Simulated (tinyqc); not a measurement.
Ideality, saturation current and resistance from three points.

Problem. Well above the saturation current a diode obeys V = n Vt ln(I/I0) + I Rs. Find n, Rs and I0.

Values chosen for this exercise: temperature T = 325 K.

Constants: q = 1.602176634e-19 C, kB = 1.380649e-23 J/K, Vt = kB T/q. Results are converted to the units shown.

currents (A): 3e-6  0.0004  0.03
voltages (V): 0.34292357  0.59992556  0.88228037

Answer. V is linear in the three unknowns n Vt, Rs and -n Vt ln I0, so three points give a linear system.

n = 1.87
Rs = 1.90 ohm
I0 = 4.30e-9 A

Numbers from tinyqc (`OMP_NUM_THREADS=1 python tinyqc.py 2260017 2260018 out.jsonl`; about 0.01 s on one thread of a shared Intel Xeon 2.30GHz).
